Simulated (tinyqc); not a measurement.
G0W0 on RHF in the 6-311g basis, for H2, spin multiplicity 1, step by step. Computed by tinyqc, a small Python program that keeps every step (integrals from PySCF). Settings: charge = 0, multiplicity = 1, basis = 6-311g, method = RHF, energy threshold = 1e-10, iteration cap = 89, orthogonalisation = symmetric, start = core, DIIS depth = 6. Command: `OMP_NUM_THREADS=1 python tinyqc.py 23286 23287 out.jsonl` (the two numbers bound the seeds that draw the settings). One thread of a shared host (Intel(R) Xeon(R) Processor @ 2.60GHz), about 0.04 s of CPU time with the checks. The early iterations of the SCF are left out here.

## One-electron integrals

Geometry (angstrom):
```
atom         x         y         z
H     0.000000  0.000000  0.000000
H     0.000000  0.000000  1.116000
```

Basis 6-311g: exponents (1/bohr^2) and contraction coefficients of normalised primitives:
```
element  l (shell)   exponent  coefficient
H            s (1)  33.865000     0.025494
H            s (1)   5.094790     0.190373
H            s (1)   1.158790     0.852161
H            s (2)   0.325840     1.000000
H            s (3)   0.102741     1.000000
```

Overlap, kinetic and nuclear-attraction integrals over the contracted functions; the nuclear repulsion is the sum of Za Zb / Rab.

nuclear repulsion = 0.47417313 hartree

overlap S:
```
          1H 1s     1H 2s     1H 3s     2H 1s     2H 2s     2H 3s
1H 1s  1.000000  0.706377  0.373664  0.058596  0.223586  0.245047
1H 2s  0.706377  1.000000  0.788963  0.223586  0.484517  0.557415
1H 3s  0.373664  0.788963  1.000000  0.245047  0.557415  0.795746
2H 1s  0.058596  0.223586  0.245047  1.000000  0.706377  0.373664
2H 2s  0.223586  0.484517  0.557415  0.706377  1.000000  0.788963
2H 3s  0.245047  0.557415  0.795746  0.373664  0.788963  1.000000
```

kinetic energy T (hartree):
```
           1H 1s     1H 2s     1H 3s      2H 1s     2H 2s     2H 3s
1H 1s   2.304348  0.549119  0.106346  -0.086402  0.040225  0.050113
1H 2s   0.549119  0.488760  0.184881   0.040225  0.122416  0.100369
1H 3s   0.106346  0.184881  0.154112   0.050113  0.100369  0.103954
2H 1s  -0.086402  0.040225  0.050113   2.304348  0.549119  0.106346
2H 2s   0.040225  0.122416  0.100369   0.549119  0.488760  0.184881
2H 3s   0.050113  0.100369  0.103954   0.106346  0.184881  0.154112
```

nuclear attraction V (hartree):
```
           1H 1s      1H 2s      1H 3s      2H 1s      2H 2s      2H 3s
1H 1s  -2.585268  -1.395586  -0.692044  -0.111750  -0.434959  -0.458995
1H 2s  -1.395586  -1.377463  -0.937884  -0.434959  -0.708850  -0.696996
1H 3s  -0.692044  -0.937884  -0.902031  -0.458995  -0.696996  -0.756073
2H 1s  -0.111750  -0.434959  -0.458995  -2.585268  -1.395586  -0.692044
2H 2s  -0.434959  -0.708850  -0.696996  -1.395586  -1.377463  -0.937884
2H 3s  -0.458995  -0.696996  -0.756073  -0.692044  -0.937884  -0.902031
```

core Hamiltonian H = T + V (hartree):
```
           1H 1s      1H 2s      1H 3s      2H 1s      2H 2s      2H 3s
1H 1s  -0.280919  -0.846467  -0.585698  -0.198152  -0.394734  -0.408882
1H 2s  -0.846467  -0.888703  -0.753002  -0.394734  -0.586434  -0.596627
1H 3s  -0.585698  -0.753002  -0.747919  -0.408882  -0.596627  -0.652118
2H 1s  -0.198152  -0.394734  -0.408882  -0.280919  -0.846467  -0.585698
2H 2s  -0.394734  -0.586434  -0.596627  -0.846467  -0.888703  -0.753002
2H 3s  -0.408882  -0.596627  -0.652118  -0.585698  -0.753002  -0.747919
```

## Two-electron integrals

Functions are numbered as in S; the eight-fold symmetry (ij|kl) = (ji|kl) = (kl|ij) leaves the list below.

Two-electron integrals (ij|kl) in chemists' order, unique and non-zero (hartree):
```
(11|11) 1.393035   (21|11) 0.822971   (21|21) 0.509703   (22|11) 0.822904
(22|21) 0.543028   (22|22) 0.644106   (31|11) 0.411256   (31|21) 0.257757
(31|22) 0.279868   (31|31) 0.130794   (32|11) 0.543681   (32|21) 0.365771
(32|22) 0.452669   (32|31) 0.189803   (32|32) 0.325140   (33|11) 0.494021
(33|21) 0.340115   (33|22) 0.445993   (33|31) 0.178035   (33|32) 0.331779
(33|33) 0.361682   (41|11) 0.050999   (41|21) 0.033696   (41|22) 0.039653
(41|31) 0.017356   (41|32) 0.027649   (41|33) 0.026840   (41|41) 0.004155
(42|11) 0.131318   (42|21) 0.091004   (42|22) 0.119105   (42|31) 0.047692
(42|32) 0.087500   (42|33) 0.091768   (42|41) 0.012744   (42|42) 0.050195
(43|11) 0.124613   (43|21) 0.087100   (43|22) 0.117180   (43|31) 0.045820
(43|32) 0.087674   (43|33) 0.094987   (43|41) 0.012186   (43|42) 0.052089
(43|43) 0.056127   (44|11) 0.473825   (44|21) 0.333853   (44|22) 0.459895
(44|31) 0.176252   (44|32) 0.348357   (44|33) 0.383279   (44|41) 0.050999
(44|42) 0.242714   (44|43) 0.267313   (44|44) 1.393035   (51|11) 0.242714
(51|21) 0.152609   (51|22) 0.166492   (51|31) 0.077507   (51|32) 0.113094
(51|33) 0.106291   (51|41) 0.012744   (51|42) 0.035375   (51|43) 0.033664
(51|44) 0.131318   (51|51) 0.050195   (52|11) 0.332130   (52|21) 0.223950
(52|22) 0.278157   (52|31) 0.116290   (52|32) 0.200004   (52|33) 0.204205
(52|41) 0.022834   (52|42) 0.078236   (52|43) 0.079384   (52|44) 0.332130
(52|51) 0.078236   (52|52) 0.151208   (53|11) 0.289812   (53|21) 0.199534
(53|22) 0.261114   (53|31) 0.104434   (53|32) 0.193680   (53|33) 0.209259
(53|41) 0.021385   (53|42) 0.081522   (53|43) 0.086770   (53|44) 0.372234
(53|51) 0.070610   (53|52) 0.151026   (53|53) 0.162298   (54|11) 0.333853
(54|21) 0.234560   (54|22) 0.320635   (54|31) 0.123674   (54|32) 0.242299
(54|33) 0.266882   (54|41) 0.033696   (54|42) 0.152609   (54|43) 0.167838
(54|44) 0.822971   (54|51) 0.091004   (54|52) 0.223950   (54|53) 0.251149
(54|54) 0.509703   (55|11) 0.459895   (55|21) 0.320635   (55|22) 0.432130
(55|31) 0.168598   (55|32) 0.325700   (55|33) 0.361099   (55|41) 0.039653
(55|42) 0.166492   (55|43) 0.182766   (55|44) 0.822904   (55|51) 0.119105
(55|52) 0.278157   (55|53) 0.312911   (55|54) 0.543028   (55|55) 0.644106
(61|11) 0.267313   (61|21) 0.167838   (61|22) 0.182766   (61|31) 0.085211
(61|32) 0.124084   (61|33) 0.116554   (61|41) 0.012186   (61|42) 0.033664
(61|43) 0.032253   (61|44) 0.124613   (61|51) 0.052089   (61|52) 0.079384
(61|53) 0.071482   (61|54) 0.087100   (61|55) 0.117180   (61|61) 0.056127
(62|11) 0.372234   (62|21) 0.251149   (62|22) 0.312911   (62|31) 0.130461
(62|32) 0.225591   (62|33) 0.231663   (62|41) 0.021385   (62|42) 0.070610
(62|43) 0.071482   (62|44) 0.289812   (62|51) 0.081522   (62|52) 0.151026
(62|53) 0.149346   (62|54) 0.199534   (62|55) 0.261114   (62|61) 0.086770
(62|62) 0.162298   (63|11) 0.366874   (63|21) 0.253430   (63|22) 0.335376
(63|31) 0.132835   (63|32) 0.251028   (63|33) 0.277213   (63|41) 0.022854
(63|42) 0.083602   (63|43) 0.088657   (63|44) 0.366874   (63|51) 0.083602
(63|52) 0.171953   (63|53) 0.183959   (63|54) 0.253430   (63|55) 0.335376
(63|61) 0.088657   (63|62) 0.183959   (63|63) 0.229021   (64|11) 0.176252
(64|21) 0.123674   (64|22) 0.168598   (64|31) 0.065176   (64|32) 0.127320
(64|33) 0.140330   (64|41) 0.017356   (64|42) 0.077507   (64|43) 0.085211
(64|44) 0.411256   (64|51) 0.047692   (64|52) 0.116290   (64|53) 0.130461
(64|54) 0.257757   (64|55) 0.279868   (64|61) 0.045820   (64|62) 0.104434
(64|63) 0.132835   (64|64) 0.130794   (65|11) 0.348357   (65|21) 0.242299
(65|22) 0.325700   (65|31) 0.127320   (65|32) 0.245749   (65|33) 0.274463
(65|41) 0.027649   (65|42) 0.113094   (65|43) 0.124084   (65|44) 0.543681
(65|51) 0.087500   (65|52) 0.200004   (65|53) 0.225591   (65|54) 0.365771
(65|55) 0.452669   (65|61) 0.087674   (65|62) 0.193680   (65|63) 0.251028
(65|64) 0.189803   (65|65) 0.325140   (66|11) 0.383279   (66|21) 0.266882
(66|22) 0.361099   (66|31) 0.140330   (66|32) 0.274463   (66|33) 0.313390
(66|41) 0.026840   (66|42) 0.106291   (66|43) 0.116554   (66|44) 0.494021
(66|51) 0.091768   (66|52) 0.204205   (66|53) 0.231663   (66|54) 0.340115
(66|55) 0.445993   (66|61) 0.094987   (66|62) 0.209259   (66|63) 0.277213
(66|64) 0.178035   (66|65) 0.331779   (66|66) 0.361682
```

## Orthogonalisation

S = U s U^T; symmetric (Loewdin) form X = U s^(-1/2) U^T, so that X^T S X = 1.

eigenvalues of S: 0.054176  0.131065  0.300458  0.725507  1.306508  3.482287

X:
```
           1H 1s      1H 2s      1H 3s      2H 1s      2H 2s      2H 3s
1H 1s   1.375202  -0.750738   0.209127   0.042355   0.014778  -0.050390
1H 2s  -0.750738   2.156025  -1.030689   0.014778  -0.312122   0.228658
1H 3s   0.209127  -1.030689   2.202600  -0.050390   0.228658  -0.991939
2H 1s   0.042355   0.014778  -0.050390   1.375202  -0.750738   0.209127
2H 2s   0.014778  -0.312122   0.228658  -0.750738   2.156025  -1.030689
2H 3s  -0.050390   0.228658  -0.991939   0.209127  -1.030689   2.202600
```

## Iteration 6 (converged): orbitals

converged F (hartree):
```
           1H 1s      1H 2s      1H 3s      2H 1s      2H 2s      2H 3s
1H 1s   0.699923  -0.325681  -0.402125  -0.278155  -0.355117  -0.341195
1H 2s  -0.325681  -0.248791  -0.334906  -0.355117  -0.387616  -0.352715
1H 3s  -0.402125  -0.334906  -0.255285  -0.341195  -0.352715  -0.282648
2H 1s  -0.278155  -0.355117  -0.341195   0.699923  -0.325681  -0.402125
2H 2s  -0.355117  -0.387616  -0.352715  -0.325681  -0.248791  -0.334906
2H 3s  -0.341195  -0.352715  -0.282648  -0.402125  -0.334906  -0.255285
```

Diagonalise F' = X^T F X, C = X C', fill 1 alpha and 1 beta electrons from the bottom; D = 2 C_occ C_occ^T. Each column has its largest component positive (the first on a tie).

F' = X^T F X (hartree):
```
           1          2          3          4          5          6
1   1.723677  -1.171746   0.000953   0.012240  -0.159599  -0.125715
2  -1.171746   0.922748  -0.379182  -0.159599  -0.200072  -0.028107
3   0.000953  -0.379182   0.168757  -0.125715  -0.028107  -0.132959
4   0.012240  -0.159599  -0.125715   1.723677  -1.171746   0.000953
5  -0.159599  -0.200072  -0.028107  -1.171746   0.922748  -0.379182
6  -0.125715  -0.028107  -0.132959   0.000953  -0.379182   0.168757
```

orbital energies (hartree): MO1 -0.503837, MO2 0.100806, MO3 0.338022, MO4 0.519591, MO5 2.515575, MO6 2.660207

coefficients C:
```
            MO1        MO2        MO3        MO4        MO5        MO6
1H 1s  0.152144   0.113866  -0.045249  -0.098405  -1.091913  -1.123813
1H 2s  0.305000   0.110056  -0.870199  -1.241885   1.605450   1.200901
1H 3s  0.186707   1.332249   0.906162   1.775716  -1.000568  -0.459442
2H 1s  0.152144  -0.113866  -0.045249   0.098405   1.091913  -1.123813
2H 2s  0.305000  -0.110056  -0.870199   1.241885  -1.605450   1.200901
2H 3s  0.186707  -1.332249   0.906162  -1.775716   1.000568  -0.459442
```

D after iteration 6:
```
          1H 1s     1H 2s     1H 3s     2H 1s     2H 2s     2H 3s
1H 1s  0.046295  0.092808  0.056813  0.046295  0.092808  0.056813
1H 2s  0.092808  0.186051  0.113892  0.092808  0.186051  0.113892
1H 3s  0.056813  0.113892  0.069719  0.056813  0.113892  0.069719
2H 1s  0.046295  0.092808  0.056813  0.046295  0.092808  0.056813
2H 2s  0.092808  0.186051  0.113892  0.092808  0.186051  0.113892
2H 3s  0.056813  0.113892  0.069719  0.056813  0.113892  0.069719
```

## Convergence

Stop when the energy changes by less than 1e-10 hartree and every element of the error matrix X^T (F D S - S D F) X is below 3e-06.

Course of the cycle:
```
iteration  E (hartree)     change  largest element of the error matrix
1          -1.04090891          -                             8.36e-02
2          -1.07291454  -3.20e-02                             1.70e-02
3          -1.07471136  -1.80e-03                             1.78e-03
4          -1.07472024  -8.89e-06                             5.18e-05
5          -1.07472026  -1.55e-08                             2.09e-07
6          -1.07472026  -1.94e-13                             1.04e-07
```

PySCF RHF in the same basis = -1.07472026 hartree

Converged in 6 iterations.

## Integrals over molecular orbitals

(pq|rs) = sum C_ip C_jq C_kr C_ls (ij|kl), one index at a time.

one-electron integrals over orbitals h = C^T H C (hartree):
```
           1          2          3          4          5          6
1  -1.045056   0.000000   0.113914   0.000000   0.000000   0.050169
2   0.000000  -0.571186   0.000000   0.199936   0.032813   0.000000
3   0.113914   0.000000  -0.310688   0.000000   0.000000  -0.124839
4   0.000000   0.199936   0.000000  -0.255980  -0.183805   0.000000
5   0.000000   0.032813   0.000000  -0.183805   1.452276   0.000000
6   0.050169   0.000000  -0.124839   0.000000   0.000000   1.569004
```

Two-electron integrals over orbitals (pq|rs), unique and non-zero (hartree):
```
(11|11) 0.541219    (21|21) 0.085920    (22|11) 0.378956    (22|22) 0.327870
(31|11) -0.113914   (31|22) -0.046625   (31|31) 0.053065    (32|21) 0.005437
(32|32) 0.026546    (33|11) 0.350888    (33|22) 0.285541    (33|31) -0.040269
(33|33) 0.280473    (41|21) -0.077200   (41|32) 0.017015    (41|41) 0.088895
(42|11) -0.138568   (42|22) -0.068203   (42|31) 0.051751    (42|33) -0.054285
(42|42) 0.069324    (43|21) 0.060494    (43|32) 0.009397    (43|41) -0.051665
(43|43) 0.049716    (44|11) 0.432233    (44|22) 0.337607    (44|31) -0.077399
(44|33) 0.301306    (44|42) -0.097898   (44|44) 0.374075    (51|21) -0.028137
(51|32) 0.021686    (51|41) 0.048594    (51|43) -0.026900   (51|51) 0.066754
(52|11) -0.030475   (52|22) 0.000987    (52|31) 0.025831    (52|33) -0.008057
(52|42) 0.017518    (52|44) -0.023706   (52|52) 0.033788    (53|21) 0.035955
(53|32) -0.012256   (53|41) -0.045585   (53|43) 0.025069    (53|51) -0.038959
(53|53) 0.030842    (54|11) 0.116199    (54|22) 0.047427    (54|31) -0.054415
(54|33) 0.046192    (54|42) -0.055785   (54|44) 0.084259    (54|52) -0.043123
(54|54) 0.078865    (55|11) 0.565026    (55|22) 0.396721    (55|31) -0.133659
(55|33) 0.356232    (55|42) -0.160426   (55|44) 0.466769    (55|52) -0.067895
(55|54) 0.174150    (55|55) 0.686540    (61|11) -0.050169   (61|22) -0.022127
(61|31) 0.033571    (61|33) -0.016472   (61|42) 0.033388    (61|44) -0.049475
(61|52) 0.039903    (61|54) -0.061686   (61|55) -0.119085   (61|61) 0.065839
(62|21) -0.019982   (62|32) 0.011139    (62|41) 0.030688    (62|43) -0.019680
(62|51) 0.041093    (62|53) -0.023225   (62|62) 0.027550    (63|11) 0.079205
(63|22) 0.041902    (63|31) -0.032688   (63|33) 0.030799    (63|42) -0.038566
(63|44) 0.061618    (63|52) -0.021583   (63|54) 0.046545    (63|55) 0.117785
(63|61) -0.037549   (63|63) 0.031747    (64|21) 0.040619    (64|32) -0.021830
(64|41) -0.058338   (64|43) 0.030375    (64|51) -0.061216   (64|53) 0.041321
(64|62) -0.039322   (64|64) 0.064511    (65|21) 0.129119    (65|32) -0.020567
(65|41) -0.143364   (65|43) 0.095645    (65|51) -0.113338   (65|53) 0.090520
(65|62) -0.073572   (65|64) 0.124659    (65|65) 0.301146    (66|11) 0.578521
(66|22) 0.394727    (66|31) -0.137630   (66|33) 0.362098    (66|42) -0.165876
(66|44) 0.471140    (66|52) -0.072093   (66|54) 0.178994    (66|55) 0.692605
(66|61) -0.115499   (66|63) 0.117933    (66|66) 0.709856
```

## Screening: direct RPA

With D = e_a - e_i and K = (ia|jb): diagonalise D^(1/2) (D + 4K) D^(1/2) = Z w^2 Z^T; X + Y = D^(1/2) Z w^(-1/2), each column of Z with its largest component positive (the first on a tie); E_c = (sum w - tr (D + 2K)) / 2.

D^(1/2) (D + 4K) D^(1/2) (hartree^2):
```
           1>2       1>3        1>4        1>5        1>6
1>2   0.573397  0.000000  -0.242916  -0.152072   0.000000
1>3   0.000000  0.887420   0.000000   0.000000   0.219160
1>4  -0.242916  0.000000   1.411315   0.341689   0.000000
1>5  -0.152072  0.000000   0.341689   9.923084   0.000000
1>6   0.000000  0.219160   0.000000   0.000000  10.844442
```

excitation energies w (hartree): 0.712533  0.939467  1.208520  3.152709  3.293822

X + Y:
```
            1          2          3          4         5
1>2  0.890128   0.000000  -0.181708  -0.007564  0.000000
1>3  0.000000   0.946398   0.000000   0.000000  0.011120
1>4  0.308480   0.000000   0.888453   0.023086  0.000000
1>5  0.012899   0.000000  -0.068913   0.977682  0.000000
1>6  0.000000  -0.040364   0.000000   0.000000  0.979865
```

RPA correlation energy = -0.03364058 hartree

## G0W0 on Hartree-Fock: HOMO

W(p,q,m) = sqrt2 sum_ia (pq|ia) (X+Y)_ia,m; Sigma_c(x) = sum_(i,m) W^2/(x - e_i + w_m) + sum_(a,m) W^2/(x - e_a - w_m); solve x = e_p + Sigma_c(x) by Newton steps; Z = 1/(1 - dSigma/dx); 1 hartree = 27.211386 eV.

The 12 largest terms at x = e_p (hartree; W for the signs of X + Y given):
```
q  m          W       term
1  2  -0.149599   0.023822
2  3  -0.116336  -0.007464
4  3   0.126795  -0.007203
2  1   0.073967  -0.004154
3  2   0.069106  -0.002681
4  1  -0.057515  -0.001906
1  5  -0.071312   0.001544
5  4   0.094185  -0.001437
6  5   0.091763  -0.001304
4  4   0.070916  -0.001204
5  3   0.061781  -0.000903
3  5   0.047355  -0.000542
```

Newton steps (hartree):
```
step          x  Sigma_c(x)         Z
0     -0.503837   -0.004368  0.961323
1     -0.508036   -0.004198  0.961172
2     -0.508035   -0.004198  0.961172
```

quasiparticle energy of the HOMO = -13.824350 eV

Hartree-Fock value = -13.710104 eV

## G0W0 on Hartree-Fock: LUMO

As before.

The 12 largest terms at x = e_p (hartree; W for the signs of X + Y given):
```
q  m          W       term
1  3  -0.116336   0.007464
1  1   0.073967   0.004154
2  2  -0.061140  -0.003979
4  2   0.067358  -0.003340
4  5   0.047080  -0.000597
6  4   0.058033  -0.000590
5  5   0.055701  -0.000543
1  4  -0.042343   0.000477
6  3   0.039688  -0.000418
5  2   0.032294  -0.000311
2  5  -0.031395  -0.000299
3  4   0.030481  -0.000274
```

Newton steps (hartree):
```
step         x  Sigma_c(x)         Z
0     0.100806    0.001259  0.985000
1     0.102046    0.001240  0.984994
2     0.102046    0.001240  0.984994
```

quasiparticle energy of the LUMO = 2.776810 eV

Hartree-Fock value = 2.743062 eV
